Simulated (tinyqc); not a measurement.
MOSFET in the linear regime without short-channel effects, parameter extraction from computed curves: one step of the calculation.

Inversion charge Q = Cox n Vt W0(exp((Vg - VT)/(n Vt))), W0 the Lambert function and n = nf; u = Q/Cox; mobility mu = mu0/(1 + th1 u + th2 u^2); channel resistance Rch = (L - dL)/(W mu Q); Id = Vd/(Rch + Rsd/W). Cox = eps0 eox/tox. Small Vd, no channel-length or drain effects.

Task. Transfer curve. u, mu, Rch and Id as defined.

Parameters, values chosen for the exercise; channel values of the order met in silicon transistors:
```
symbol  value        unit                                                                 meaning
T         300           K                                                             temperature
eox       3.9              relative permittivity of the gate insulator (close to silicon dioxide)
tox       1.3          nm                                                     insulator thickness
mu0        96  cm^2/(V s)                                                      low-field mobility
th1      0.14         1/V                                       first mobility attenuation factor
th2         0       1/V^2                                      second mobility attenuation factor
VT       0.29           V                                                       threshold voltage
nf       1.29                                                                         body factor
W           1          um                                                              gate width
L       0.046          um                                                       drawn gate length
dL      0.014          um                                             drawn less effective length
Rsd       120      ohm um                                            source plus drain resistance
Vd      0.025           V                                                           drain voltage
```

Constants: q = 1.602176634e-19 C, kB = 1.380649e-23 J/K, Vt = kB T/q, eps0 = 8.8541878128e-14 F/cm where lengths are in cm. Results are converted to the units shown.

Vg, point 0 to 11 (V): [0.05, 0.17, 0.29, 0.41, 0.53, 0.65, 0.77, 0.89, 1.01, 1.13, 1.25, 1.37]

Give: u; mu; Rch; Id.

Result.

```
point     u (V)  mu (cm^2/(V s))  Rch (ohm)   Id (uA)
0      2.496e-5            96.00    5.027e6  0.004973
1      8.888e-4            95.99    1.412e5    0.1769
2       0.01891            95.75       6652     3.691
3       0.08774            94.84       1448     15.95
4        0.1832            93.60      702.6     30.39
5        0.2881            92.28      453.2     43.62
6        0.3974            90.94      333.4     55.14
7        0.5091            89.61      264.1     65.09
8        0.6224            88.31      219.2     73.70
9        0.7368            87.02      187.9     81.20
10       0.8519            85.77      164.9     87.76
11       0.9677            84.55      147.2     93.55
```

tinyqc, about 0.01 s, one thread, Intel Xeon 2.30GHz (shared host): `OMP_NUM_THREADS=1 python tinyqc.py 2210167 2210168 out.jsonl`
